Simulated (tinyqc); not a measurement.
## Voltage drop against the pad pitch

A grid of 25 by 25 nodes with segments Rx (rows) and Ry (columns); every node draws I1 and the central node kh I1; pads with resistance Rp sit at the nodes whose row and column are multiples of the pitch, counting from 0. The drops u = Vdd - V follow from G u = i, with G the conductance matrix and i the load currents, solved directly.

Values chosen for this exercise: supply voltage Vdd = 0.9 V; resistance of a horizontal segment Rx = 0.29 ohm; resistance of a vertical segment Ry = 0.21 ohm; resistance from a pad node to the supply Rp = 0.12 ohm; factor on the load at the hot node kh = 5; load current of a node in the large grid I1 = 0.06 mA.

Results:

| pitch (nodes) | pads | worst drop (mV) | mean drop (mV) | largest drop at a pad (mV) | largest pad current (mA) | worst drop over Vdd (%) |
|---|---|---|---|---|---|---|
| 1 | 625 | 0.018383 | 0.0072461 | 0.018383 | 0.15319 | 0.0020426 |
| 2 | 169 | 0.047480 | 0.035963 | 0.042274 | 0.35229 | 0.0052756 |
| 4 | 49 | 0.19215 | 0.15466 | 0.12732 | 1.0610 | 0.021350 |
| 6 | 25 | 0.42321 | 0.34958 | 0.25120 | 2.0933 | 0.047023 |
| 8 | 16 | 0.77100 | 0.61360 | 0.37711 | 3.1426 | 0.085667 |
| 12 | 9 | 1.4630 | 1.3061 | 0.76108 | 6.3424 | 0.16255 |
| 24 | 4 | 5.0288 | 4.4661 | 1.1322 | 9.4350 | 0.55876 |

Estimate the missing row, pitch = 3 nodes.

Computed row:

| pitch (nodes) | pads | worst drop (mV) | mean drop (mV) | largest drop at a pad (mV) | largest pad current (mA) | worst drop over Vdd (%) |
|---|---|---|---|---|---|---|
| 3 | 81 | 0.10663 | 0.085217 | 0.078904 | 0.65754 | 0.011848 |

With this row back in the table: The worst drop goes from 0.0184 to 5.03 mV while the number of pads falls from 625 to 4; between the last two rows it goes as pitch^(1.78). The largest drop at a pad is 100 % of the worst drop in the first row and 22.5 % in the last; the rest falls along the wires.

tinyqc, about 0.3 s, one thread, Intel Xeon 2.30GHz (shared host): `OMP_NUM_THREADS=1 python tinyqc.py 2770149 2770150 out.jsonl`
